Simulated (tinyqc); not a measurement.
k.p values derived from sp3s* tight binding at Gamma: one step. Electron mass. Two cases, with inputs chosen for the exercise.

Problem. m0/m = [<S+|d2H/dkx^2|S+>/2 + sum P^2/(E(S+) - E(P))]/c over P- and P+, with the direct term -(a/4)^2 sa sc Vss.

At Gamma the states are two-level mixtures: s-like S+ (upper) and S- (lower) from [[Esa, Vss], [Vss, Esc]], p-like P- (valence) and P+ from [[Epa, Vxx], [Vxx, Epc]], and the bare s* levels. With real k in 1/angstrom and kz = 0, the phase sums over the four bonds are g0 = 1 - (a k/4)^2/2, g1 = i a kx/4, g3 = -(a/4)^2 kx ky to second order. Each mixture is written (anion, cation) with the anion part positive. c = hbar^2/2m0. No spin-orbit coupling.

Constants: hbar^2/2m0 = 3.80998211 eV angstrom^2.

Case 1.

Values chosen (out of a larger set: near a published set for Ge, fitted to gaps, whose masses and valley positions are rough; not measured data): a = 5.658 angstrom (lattice constant); Vss = -6.719 eV (s-s).

States:
```
state      E (eV)  anion part  cation part
S-     -12.655000   0.7071068    0.7071068
P-      -0.006000   0.7071068   -0.7071068
S+       0.783000   0.7071068   -0.7071068
P+       3.242000   0.7071068    0.7071068
```

Couplings:
```
pair       P (eV angstrom)  E(first) - E(second) (eV)
S+ to P-         -7.798139                   0.789000
S+ to P+          0.000000                  -2.459000
S- to P-          0.000000                 -12.649000
s*a to P-        -5.265066                   6.352000
s*c to P-         5.265066                   6.352000
```

Case 2.

Values chosen (out of a larger set: near a published set for InP, fitted to gaps, whose masses and valley positions are rough; not measured data): a = 5.866 angstrom (lattice constant); Vss = -5.309 eV (s-s).

States:
```
state      E (eV)  anion part  cation part
S-     -11.339490   0.8802081    0.4745879
P-      -0.010775   0.9055120   -0.4243207
S+       1.369490   0.4745879   -0.8802081
P+       4.897775   0.4243207    0.9055120
```

Couplings:
```
pair       P (eV angstrom)  E(first) - E(second) (eV)
S+ to P-         -7.125595                   1.380265
S+ to P+         -1.616588                  -3.528285
S- to P-          2.257673                 -11.328715
s*a to P-        -2.143085                   8.277775
s*c to P-         5.943829                   7.121775
```

Give: parts of m0/m; mass.

Solution.

Case 1.

parts of m0/m: direct -1.764, from P- 20.229, from P+ 0.000

mass = 0.0542 m0

The valence band supplies 110 % of m0/m; the direct term, which stands in for the free-electron 1, is -1.76. S+ is not the lowest valley of Ge; this is the mass of the Gamma level.

Case 2.

parts of m0/m: direct -1.252, from P- 9.655, from P+ -0.194

mass = 0.1218 m0

The valence band supplies 118 % of m0/m; the direct term, which stands in for the free-electron 1, is -1.25. Sets of this kind were fitted to gaps and often give too heavy a mass, by up to a factor of two.

Computed by tinyqc, one run a case: `OMP_NUM_THREADS=1 python tinyqc.py N N+1 out.jsonl` with N = 1480042, 1480292; one thread of a shared Intel(R) Xeon(R) Processor @ 2.30GHz, about 0.01 s a run at most.
